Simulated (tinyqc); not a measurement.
# Inputs raised by 10 %, one at a time

Model: rapid thermal processing of a wafer: radiative balance, ramp and cooling, pattern effects, pyrometer error and spike budget. Computed by tinyqc, a small Python program. Command: `OMP_NUM_THREADS=1 python tinyqc.py 3114399 3114400 out.jsonl rtp sens`. One thread of a shared host (Intel(R) Xeon(R) Processor @ 2.30GHz), about 0.08 s of CPU time with the checks.

The wafer is opaque and uniform through its thickness unless said otherwise; temperatures in formulas are in kelvin (C + 273.15). sigma = 5.670374419e-12 W/(cm^2 K^4).

Inputs (values chosen for the exercise, modelled on a hot silicon wafer): wafer thickness d = 725 micrometre; heat capacity per volume C = 2.08 J/(cm^3 K); thermal conductivity k = 0.27 W/(cm K); emissivity eps of each face = 0.71; reflectivity of the chamber walls r = 0.71; gas heat-transfer coefficient h, both faces together = 2 mW/(cm^2 K); wall temperature T_w = 350 K; process temperature = 924 C; ramp rate = 36 K/s; relative change of absorptivity over a pattern = 13 %; period of the pattern = 6.3 mm; pyrometer wavelength = 0.95 micrometre; error of the assumed emissivity = 3.2 %; activation energy of the process E_a = 3.66 eV.

Constants: k_B = 8.617333262e-05 eV/K; h = 6.62607015e-34 J s; c = 299792458 m/s; k_B = 1.380649e-23 J/K.

Method:
- Effective emissivity between parallel grey plates: eps_eff = 1/(1/eps + 1/(1 - r) - 1). Loss per area q(T) = 2 eps_eff sigma (T^4 - T_w^4) + h (T - T_w).
- Absorbed power during a ramp = q(T) + C d x ramp rate; thermal time constant tau = C d/(dq/dT), dq/dT = 8 eps_eff sigma T^3 + h; natural cooling rate q/(C d); front-to-back difference under one-sided heating at the end of the ramp = (absorbed power) d/(2 k).
- At steady state a sinusoidal change of absorbed power of relative amplitude a and period p gives the temperature amplitude a q/(dq/dT + k d (2 pi/p)^2); healing length l = sqrt(k d/(dq/dT)); process change = E_a dT/(k_B T^2). Emissivity is taken as unchanged.
- Signal proportional to eps/(exp(c2/(lambda T)) - 1), c2 = h c/k_B. If the assumed emissivity is too high by the given error, the reading T' solves (1 + error)/(exp(c2/(lambda T')) - 1) = 1/(exp(c2/(lambda T)) - 1). Wien estimate: T' - T = -lambda T^2 ln(1 + error)/c2. Process rates go as exp(-E_a/(k_B T)).

Runs:
```
input moved                                from     to  holding power q (W/cm^2)  time constant tau (s)  amplitude (K)  reading less true temperature (K)
base run                                      -      -                    7.6899                 6.7988        0.50765                            -2.9733
wafer thickness d (micrometre)              725  797.5                    7.6899                 7.4787        0.46197                            -2.9733
ramp rate (K/s)                              36   39.6                    7.6899                 6.7988        0.50765                            -2.9733
activation energy of the process E_a (eV)  3.66  4.026                    7.6899                 6.7988        0.50765                            -2.9733
period of the pattern (mm)                  6.3   6.93                    7.6899                 6.7988        0.61281                            -2.9733
thermal conductivity k (W/(cm K))          0.27  0.297                    7.6899                 6.7988        0.46197                            -2.9733
pyrometer wavelength (micrometre)          0.95  1.045                    7.6899                 6.7988        0.50765                            -3.2698
error of the assumed emissivity (%)         3.2   3.52                    7.6899                 6.7988        0.50765                            -3.2647
```

Exponents ln(y'/y) / ln(x'/x):
```
input                                 holding power q  time constant tau  amplitude  reading less true temperature
wafer thickness d                                   0                  1     -0.989                          0.000
ramp rate                                           0                  0      0.000                          0.000
activation energy of the process E_a                0                  0      0.000                          0.000
period of the pattern                               0                  0      1.975                          0.000
thermal conductivity k                              0                  0     -0.989                          0.000
pyrometer wavelength                                0                  0      0.000                          0.997
error of the assumed emissivity                     0                  0      0.000                          0.981
```

To which inputs is each result most sensitive?

Among the inputs moved here: holding power q hardly depends on these (all exponents below 0.005). Time constant tau answers most in size to wafer thickness d (exponent +1.000); its exponent is below 0.0005 for ramp rate, activation energy of the process E_a, period of the pattern, thermal conductivity k, pyrometer wavelength, error of the assumed emissivity. Its exponent +1.000 in wafer thickness d: thermal mass. Amplitude answers most in size to period of the pattern (exponent +1.975), next to wafer thickness d (-0.989); its exponent is below 0.0005 for ramp rate, activation energy of the process E_a, pyrometer wavelength, error of the assumed emissivity. Its exponent +1.975 in period of the pattern: conduction smooths short periods. Reading less true temperature answers most in size to pyrometer wavelength (exponent +0.997), and about equally to error of the assumed emissivity (+0.981); its exponent is below 0.0005 for wafer thickness d, ramp rate, activation energy of the process E_a, period of the pattern, thermal conductivity k. Its exponent +0.997 in pyrometer wavelength: the Wien limit.
